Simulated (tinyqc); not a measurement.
Static screening by free carriers: one step. Lindhard function at one q. Four cases, with inputs chosen for the exercise.

Task: Compare with Thomas-Fermi, 1 + (qTF/q)^2.

Lindhard at zero temperature: eps(q)/eps = 1 + (qTF/q)^2 L(x), x = q/(2 kF), L(x) = 1/2 + ((1 - x^2)/(4x)) ln|(1 + x)/(1 - x)|.

Give: x; L(x); eps(q)/eps, Lindhard; eps(q)/eps, Thomas-Fermi.

Case 1.

Values chosen (out of a larger set: near those of InP; not measured data): q = 0.0208 1/angstrom (wave vector).

kF = 0.009504727 1/angstrom
qTF = 0.01218472 1/angstrom

Result:

x = 1.0942
L(x) = 0.3602
eps(q)/eps, Lindhard = 1.124
eps(q)/eps, Thomas-Fermi = 1.343

The carriers respond with 36 % of their long-wave strength at this q, beyond 2 kF, where no pair of states on the Fermi surface is joined by q. The zero-temperature form is an exercise here: at the temperature of this gas EF is only 0.63 kT.

Case 2.

Values chosen (out of a larger set: a free-electron density near that of Cu; not measured data): q = 3.89 1/angstrom (wave vector).

kF = 1.351644 1/angstrom
qTF = 1.803373 1/angstrom

Result:

x = 1.4390
L(x) = 0.1810
eps(q)/eps, Lindhard = 1.039
eps(q)/eps, Thomas-Fermi = 1.215

The carriers respond with 18 % of their long-wave strength at this q, beyond 2 kF, where no pair of states on the Fermi surface is joined by q.

Case 3.

Values chosen (out of a larger set: a free-electron density near that of Au; not measured data): q = 2.92 1/angstrom (wave vector).

kF = 1.192683 1/angstrom
qTF = 1.694014 1/angstrom

Result:

x = 1.2241
L(x) = 0.2664
eps(q)/eps, Lindhard = 1.090
eps(q)/eps, Thomas-Fermi = 1.337

The carriers respond with 27 % of their long-wave strength at this q, beyond 2 kF, where no pair of states on the Fermi surface is joined by q.

Case 4.

Values chosen (out of a larger set: a free-electron density near that of Ag; not measured data): q = 2.94 1/angstrom (wave vector).

kF = 1.209783 1/angstrom
qTF = 1.706115 1/angstrom

Result:

x = 1.2151
L(x) = 0.2714
eps(q)/eps, Lindhard = 1.091
eps(q)/eps, Thomas-Fermi = 1.337

The carriers respond with 27 % of their long-wave strength at this q, beyond 2 kF, where no pair of states on the Fermi surface is joined by q.

Computed by tinyqc, one run a case: `OMP_NUM_THREADS=1 python tinyqc.py N N+1 out.jsonl` with N = 1650974, 1651024, 1651159, 1651219; one thread of a shared Intel(R) Xeon(R) Processor @ 2.30GHz, about 0.01 s a run at most.
